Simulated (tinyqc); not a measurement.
# Worked calculation: planar ballistic transistor, top-of-the-barrier model

tinyqc, about 0.02 s, one thread, Intel Xeon 2.30GHz (shared host): `OMP_NUM_THREADS=1 python tinyqc.py 2400174 2400175 out.jsonl` Printed values are rounded.

At the top of the source barrier, states moving towards the drain are filled by the source (Fermi level 0) and states moving back by the drain (Fermi level -q Vd); nothing scatters. U is the shift of the band edge there, set by the capacitances CG, CD and CS (the total) and by the charge. Parabolic two-dimensional band; the source is grounded.

Values chosen for this exercise; mass and valleys close to those of a monolayer dichalcogenide:
```
symbol  value  unit                                                                 meaning
T         300     K                                                             temperature
m        0.49    m0                                                          effective mass
gv          2                                                             valley degeneracy
eox        22                                   relative permittivity of the gate insulator
tox       3.1    nm                                                     insulator thickness
aG       0.77                                                            gate control CG/CS
aD      0.051                                                           drain control CD/CS
E0       0.32    eV  band edge at the barrier top above the source Fermi level at zero bias
Vg       0.33     V                                                            gate voltage
Vd        0.2     V                                                           drain voltage
```

Constants: q = 1.602176634e-19 C, kB = 1.380649e-23 J/K, hbar = 1.054571817e-34 J s, m0 = 9.1093837015e-31 kg, Vt = kB T/q, eps0 = 8.8541878128e-14 F/cm where lengths are in cm. Results are converted to the units shown.

## Density of states, capacitances and charge at zero bias

N0 = gv m kB T/(pi hbar^2), CG = eps0 eox/tox, vT = sqrt(2 kB T/(pi m)), CS = CG/aG, n0 = n at U = 0 and Vd = 0. eta1 = -(E0 + U)/Vt, eta2 = eta1 - Vd/Vt, n = (N0/2)[F_0(eta1) + F_0(eta2)], F_0(x) = ln(1 + exp x). UL = -(aG Vg + aD Vd).

N0 = 1.05832e13 cm^-2
CG = 6.28362 uF/cm^2
CS = 8.16054 uF/cm^2
n0 = 4.45506e7 cm^-2
UL = -0.2643 eV

## Iteration 1: self-consistent potential at the barrier top

U at the start (U = UL) = -0.2643 eV

eta1 = -(E0 + U)/Vt, eta2 = eta1 - Vd/Vt, n = (N0/2)[F_0(eta1) + F_0(eta2)], F_0(x) = ln(1 + exp x). U(out) = UL + q (n - n0)/CS. U(new) = U + 0.2 (U(out) - U).

eta1 = -2.15457
eta2 = -9.89092
n = 5.80802e11 cm^-2
U(out) = -0.252898 eV
U after iteration 1 = -0.262020 eV

## Iteration 2: self-consistent potential at the barrier top

As before.

eta1 = -2.24278
eta2 = -9.97913
n = 5.34152e11 cm^-2
U(out) = -0.253814 eV
U after iteration 2 = -0.260378 eV

## Course of the iteration: self-consistent potential at the barrier top

Stop when U changes by less than 1e-9 eV, or after 90 iterations.

Course of the iteration:
```
iteration     U (eV)  |change| (eV)
1          -0.262020        2.28e-3
2          -0.260378        1.64e-3
3          -0.259189        1.19e-3
4          -0.258322        8.67e-4
5          -0.257688        6.34e-4
6          -0.257223        4.65e-4
7          -0.256882        3.41e-4
8          -0.256631        2.51e-4
9          -0.256446        1.85e-4
...              ...            ...
41         -0.255929        1.09e-8
42         -0.255929        8.03e-9
43         -0.255929        5.92e-9
44         -0.255929        4.37e-9
45         -0.255929        3.22e-9
46         -0.255929        2.38e-9
47         -0.255929        1.75e-9
48         -0.255929        1.29e-9
49         -0.255929       9.55e-10
```

Converged in 49 iterations. At the end each change is about 0.74 times the one before: linear convergence.

## Current, mean velocity and share of the gate voltage

converged U = -0.255929 eV

N0 = gv m kB T/(pi hbar^2), CG = eps0 eox/tox, vT = sqrt(2 kB T/(pi m)), CS = CG/aG, n0 = n at U = 0 and Vd = 0. eta1 = -(E0 + U)/Vt, eta2 = eta1 - Vd/Vt, n = (N0/2)[F_0(eta1) + F_0(eta2)], F_0(x) = ln(1 + exp x). I = q (N0/2) vT [F_(1/2)(eta1) - F_(1/2)(eta2)] per width, F_(1/2)(x) = (2/sqrt(pi)) int_0^infinity u^(1/2)/(1 + exp(u - x)) du. Mean velocity I/(q n). CQ = (q/Vt) dn/d(eta1); the band edge follows the gate as -dU/dVg = aG/(1 + CQ/CS).

eta1 = -2.47838
n = 4.26414e11 cm^-2
I = 53.0832 uA/um
mean velocity = 7.76990e6 cm/s
CQ = 2.53912 uF/cm^2
-dU/dVg = 0.587273 eV/V

The carriers from the source are non-degenerate (eta1 = -2.48), and the mean velocity is 1.01 times vT = sqrt(2 kB T/(pi m)) = 7.69e6 cm/s.
